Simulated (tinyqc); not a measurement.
Pressure-driven transition between two phases with analytic equations of state: one step, computed by the program tinyqc. Command: `OMP_NUM_THREADS=1 python tinyqc.py 3000631 3000632 out.jsonl transition walk`. One thread of a shared host (Intel(R) Xeon(R) Processor @ 2.30GHz), about 0.04 s of CPU time with the checks.

Each phase obeys E = E0 + (B0 V/B') [(V0/V)^B'/(B' - 1) + 1] - B0 V0/(B' - 1), P = (B0/B') [(V0/V)^B' - 1]; E0 = 0 for phase 1 and Delta E0 for phase 2. H = E + P V.

Question. Shift with temperature. Start from P = Delta E0/(V0 of phase 1 - V0 of phase 2); at each P solve P(V) = P for both phases and step P(new) = P - (H_2 - H_1)/(V_2 - V_1); stop when |H_2 - H_1| < 1e-10 eV. At the zero-temperature transition the volume change is V_2/V_1 - 1 and the work is P (V_1 - V_2). At T the condition is H_2 - H_1 - T Delta S = 0, with Delta S constant and thermal expansion left out; the Clausius-Clapeyron slope is dP/dT = Delta S/(V_2 - V_1) at the zero-temperature point.

Inputs (values chosen for the exercise, for two model phases):
```
quantity                                   value             unit
volume V0 of phase 1                        24.1  angstrom^3/atom
B0 of phase 1                                141              GPa
B' of phase 1                               3.84                -
volume V0 of phase 2                          22  angstrom^3/atom
B0 of phase 2                                172              GPa
B' of phase 2                               5.09                -
energy of phase 2 above phase 1, Delta E0  0.072          eV/atom
entropy of phase 2 less phase 1, Delta S    0.31         k_B/atom
temperature T                               1200                K
```

Equation of state: Murnaghan.

V_2 at the transition = 21.32371 angstrom^3

V_1 at the transition = 23.19400 angstrom^3

transition pressure = 5.820633 GPa

Constants: k_B = 8.617333262e-05 eV/K; 1 eV/angstrom^3 = 160.2176634 GPa.

Give: Clapeyron slope; transition pressure at T; linear estimate at T.

Answer.

Clapeyron slope = -2.288 MPa/K

transition pressure at T = 3.146 GPa

linear estimate at T = 3.075 GPa

The dense phase has the higher entropy, so heating lowers the transition pressure. Caution: a constant Delta S holds only at high temperature; it vanishes as T goes to 0, so the shift counted from T = 0 is somewhat too large.
